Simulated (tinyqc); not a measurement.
# Worked calculation: elastic trap-assisted tunnelling through a dielectric

Computed by the program tinyqc: `OMP_NUM_THREADS=1 python tinyqc.py 2370053 2370054 out.jsonl`, one thread of a shared Intel Xeon 2.30GHz, about 0.05 s for the whole run. Printed values are rounded.

Emitter at x = 0 (Fermi level 0), collector at x = t (Fermi level -V), band edge U(x) = phi - F x, F = V/t. A trap at x has the energy E = U(x) - Et. With G(u) = (4/(3 F)) sqrt(mo/C) max(u, 0)^1.5, C = hbar^2/(2 m0): S1 = G(phi - E) - G(Et), S2 = G(Et) - G(phi - V - E), T1,2 = exp(-S1,2). The steady rate through one trap is nu T1 T2 (f1 - f2)/(T1 + T2), f1 = f(E), f2 = f(E + V), f(y) = 1/(1 + exp(y/Vt)); both contacts offer states at E.

Values chosen for this exercise; dielectric values close to those of silicon dioxide: temperature T = 300 K; barrier above the emitter Fermi level phi = 3.08 eV; tunnelling mass mo = 0.52 m0; thickness t = 4.5 nm; trap depth below the band edge of the dielectric Et = 2.51 eV; trap density Nt = 2.2e18 cm^-3; attempt frequency nu = 1e14 1/s; points of the grid n = 11; voltage V = 2.34 V; left end of the grid xa = 1.43 nm; right end of the grid xb = 2.46 nm.

Constants: q = 1.602176634e-19 C, kB = 1.380649e-23 J/K, hbar = 1.054571817e-34 J s, m0 = 9.1093837015e-31 kg, Vt = kB T/q, hbar^2/(2 m0) = 0.0380998212 eV nm^2. Results are converted to the units shown.

Range of the model: Phonon-assisted (inelastic) capture, chains of traps and a spread of trap depths are left out.

## Rate through a trap near the best position

n equally spaced x from xa to xb, where nearly all of the current flows; J = q Nt times the integral of the rate, by Simpson's rule.

```
point   x (nm)     E (eV)       S1       S2   f1 - f2  rate (1/s)
0      1.43000  -0.173600  17.9240  29.3972  0.998789     17.0777
1      1.53300  -0.227160  19.3024  28.6592  0.999847     35.7566
2      1.63600  -0.280720  20.6920  27.9005  0.999981     76.3191
3      1.73900  -0.334280  22.0927  27.1216  0.999998     165.346
4      1.84200  -0.387840  23.5044  26.3231   1.00000     349.024
5      1.94500  -0.441400  24.9271  25.5053   1.00000     536.786
6      2.04800  -0.494960  26.3607  24.6688   1.00000     300.812
7      2.15100  -0.548520  27.8050  23.8140   1.00000     82.5091
8      2.25400  -0.602080  29.2600  22.9412   1.00000     19.5779
9      2.35700  -0.655640  30.7256  22.0508   1.00000     4.52852
10     2.46000  -0.709200  32.2018  21.1432         1     1.03497
```

J = 5.82008e-6 A/cm^2

A converged quadrature gives 5.818e-6 A/cm^2; this grid is 0.040 % above that. The rate peaks at x = 1.95 nm; traps sink below the emitter Fermi level beyond x = 1.10 nm.

## The best-placed trap against direct tunnelling

xs = 1.95 nm

At x = xs: E, S1, S2 and the occupation (T1 f1 + T2 f2)/(T1 + T2). Direct tunnelling at E = 0 has S = (4/(3 F)) sqrt(mo/C) [phi^1.5 - max(phi - V, 0)^1.5].

E = -0.444000 eV
S1 = 24.9965
S2 = 25.4652
occupation = 0.615076
S of direct tunnelling = 45.1737

The harder of the two steps has S = 25.5, 56.4 % of the direct exponent: the trap splits one long tunnelling path into two short ones.
